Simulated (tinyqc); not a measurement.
Range and order of the fit: effective mass of the conduction band from tabulated energies.

c = hbar^2/2m0. A uniform scatter of up to 0.3 meV has been added to mimic numerical noise.
Constants: hbar^2/2m0 = 3.80998211 eV angstrom^2.

Energies along [100], from the band edge:

| k (1/angstrom) | E (meV) |
|---|---|
| 0.000000 | 0.00000 |
| 0.002900 | 0.95730 |
| 0.005800 | 5.04240 |
| 0.008700 | 10.38730 |
| 0.011600 | 18.77910 |
| 0.014500 | 28.22280 |
| 0.017400 | 39.88230 |
| 0.020300 | 52.22050 |
| 0.023200 | 66.32430 |

reference mass (curvature of the model at k = 0.0001 1/angstrom) = 0.026300 m0

Least-squares fits of E = a k^2 (+ b k^4 + d k^6) over points 1 to n, and the line y = c k^2/E against E; errors of m against the reference.

Results:

| n | E at point n (meV) | one term (%) | two terms (%) | three terms (%) | line (%) | rms residual, one term (meV) |
|---|---|---|---|---|---|---|
| 3 | 10.4 | 4.17 | -5.35 | 53.25 | 21.31 | 0.256 |
| 4 | 18.8 | 3.90 | 3.08 | -7.02 | 15.95 | 0.223 |
| 5 | 28.2 | 6.43 | 0.14 | 3.65 | 12.48 | 0.354 |
| 6 | 39.9 | 8.42 | 1.36 | -0.16 | 10.43 | 0.481 |
| 7 | 52.2 | 11.37 | 0.84 | 1.45 | 8.81 | 0.871 |
| 8 | 66.3 | 14.18 | 1.90 | -0.04 | 7.72 | 1.253 |

What does the comparison show?

The error of the parabola goes from +4.17 to +14.18 % as the range widens, and at n = 8 its residual, 1.25 meV, is only 1.9 % of the top energy: a small residual does not vouch for the mass. Over the full range (n = 8) the best form is three terms (0.04 %); the line errs by +21.31 % at n = 3 and +7.72 % at n = 8. Many terms on few points amplify the scatter: three terms err by +53.2 % at n = 3 but by 0.0 % at n = 8.

Computed by tinyqc, a small Python program: `OMP_NUM_THREADS=1 python tinyqc.py 1880242 1880243 out.jsonl` (the numbers bound the seed that draws the inputs); one thread of a shared host (Intel(R) Xeon(R) Processor @ 2.30GHz), about 0.01 s for the whole set of steps.
